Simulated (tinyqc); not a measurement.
## Short-channel transistor, virtual-source model with series resistance: transfer curves at low and high drain voltage

The current per gate width is the charge at the top of the source barrier (the virtual source) times its velocity times a saturation function; al and be are fitting constants of the model. Units: I in uA/um, Rs in ohm um, so I Rs = 1e-6 I Rs in volts; Q in uC/cm^2, so I = 1e-4 Q vx0 Fsat with vx0 in cm/s.

Intrinsic voltages Vg' = Vgs - I Rs, Vd' = Vds - 2 I Rs. n = n0 + nd Vd', VT = VT0 - dl Vd', Ff = 1/(1 + exp((Vg' - VT + al Vt/2)/(al Vt))), Q = Cinv n Vt ln(1 + exp((Vg' - VT + al Vt Ff)/(n Vt))), Vdsat = (vx0 L/mu)(1 - Ff) + Vt Ff, Fsat = u/(1 + u^be)^(1/be) with u = Vd'/Vdsat, and I = Q vx0 Fsat per width. I is solved self-consistently. Columns for Vds = 0.05 V and 0.6 V; gm = dI/dVgs at 0.6 V.

Inputs (values chosen for the exercise):
```
symbol,value,unit,meaning
T,325,K,temperature
Cinv,1.12,uF/cm^2,inversion capacitance
vx0,5.79e6,cm/s,velocity at the virtual source
mu,120,cm^2/(V s),apparent mobility
L,25,nm,channel length
VT0,0.411,V,threshold at zero drain voltage
dl,0.098,V/V,drain-induced barrier lowering
n0,1.47,,subthreshold factor
nd,0,1/V,growth of n with drain voltage
al,3.5,,threshold shift (in units of Vt) from weak to strong inversion
be,2,,sharpness of saturation
Rs,500,ohm um,series resistance of each contact
```

Constants: q = 1.602176634e-19 C, kB = 1.380649e-23 J/K, Vt = kB T/q. Results are converted to the units shown.

Result of one run:
```
Vgs (V)  I, low Vds (uA/um)  I, high Vds (uA/um)  gm (uS/um)
0                   0.01207              0.05000       1.162
```

What becomes of these results when the gate voltage Vgs is changed from 0 to 0.6 V, all else the same?

Result of the changed run:
```
Vgs (V)  I, low Vds (uA/um)  I, high Vds (uA/um)  gm (uS/um)
0.6                   25.72                117.9       420.7
```

The whole series:
```
Vgs (V)  I, low Vds (uA/um)  I, high Vds (uA/um)  gm (uS/um)
0                   0.01207              0.05000       1.162
0.07                0.06082               0.2464       5.476
0.15                 0.3482                1.346       26.87
0.22                  1.350                4.889       81.63
0.3                   4.596                15.53       189.3
0.38                  10.34                35.14       296.4
0.45                  15.98                58.31       360.5
0.53                  21.67                89.00       402.1
0.6                   25.72                117.9       420.7
```

At Vds = 0.6 V the current spans 3.4 decades, from 0.0500 to 118 uA/um. Between the first two rows the swing is 101 mV a decade, against n Vt ln 10 = 94.8. At Vgs = 0 the higher drain voltage raises the current by a factor of 4.14, at Vgs = 0.6 V by 4.58. The transconductance rises from 1.16 to 421 uS/um; Cinv vx0, its value in strong inversion and saturation without series resistance, is 648 uS/um.

tinyqc, about 0.01 s, one thread, Intel Xeon 2.30GHz (shared host): `OMP_NUM_THREADS=1 python tinyqc.py 2380117 2380118 out.jsonl`
